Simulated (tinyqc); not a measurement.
The same scatterer in wider strips: conductance of a narrow metal strip with scatterers (square lattice, Green functions).

A strip of W sites across with hard walls, site energy 0 and hopping -t. Mode n = 1 to W has profile chi_n(j) = sqrt(2/(W + 1)) sin(n j pi/(W + 1)) and energy en = -2t cos(n pi/(W + 1)); E = en - 2t cos(kn a). With z_n = exp(i kn a) (Im k > 0 for closed modes, |z| < 1) each lead gives the self-energy -t z_n in mode n. One column carries the site energies v, here a uniform barrier across the strip, as of a grain boundary. In the mode basis V_nm = sum_j chi_n(j) v_j chi_m(j), G = (E - en + 2 t z_n - V)^-1, and t_nm = 2t sqrt(sin(kn a) sin(km a)) G_nm in size for open modes. T = sum |t_nm|^2, conductance (2e^2/h) T.

Constants: e^2/h = 3.874045865e-05 S.

Parameters, chosen for this exercise (hopping and spacing of the size met in Cu or Al; the lattice is a model; not measured data): t = 1.6 eV (hopping); a = 2.69 angstrom (spacing); E = -2.47 eV (Fermi energy); v = (1, 1, 1, 1) eV (site energies in the scattering column).

Width (W + 1) a; the strength is the entry of v largest in size. The barrier spans the width. Added resistance (1/T - 1/M)/(2 e^2/h), M the number of open modes.

Against width:
```
W   width (angstrom)   M       T     T/M  added resistance (ohm)
3               10.8   2  1.7161  0.8581                  1067.6
4               13.4   2  1.8004  0.9002                   715.5
5               16.1   3  2.6203  0.8734                   623.4
6               18.8   4  2.7989  0.6997                  1384.7
8               24.2   5  4.1128  0.8226                   556.8
10              29.6   6  5.1159  0.8527                   371.7
14              40.4   8  6.9860  0.8732                   234.2
20              56.5  12  9.8197  0.8183                   238.8
```

What can be read from this table?

The added resistance is 1068 ohm at W = 3 and 238.8 at W = 20; from W = 10 to 20 it changes by a factor 0.64, where 1/M gives 0.50 and 1/M^2 gives 0.25. A barrier across the strip keeps T/M near a constant (0.82 to 0.87 for W of 8 and more), so its resistance goes as 1/width on average, with steps as modes open: resistance times width runs from 9.4 to 13.5 kohm angstrom there.

Run: tinyqc, `OMP_NUM_THREADS=1 python tinyqc.py 1480447 1480448 out.jsonl`; Intel(R) Xeon(R) Processor @ 2.30GHz, one thread, shared host; about 0.01 s of CPU time with all checks.
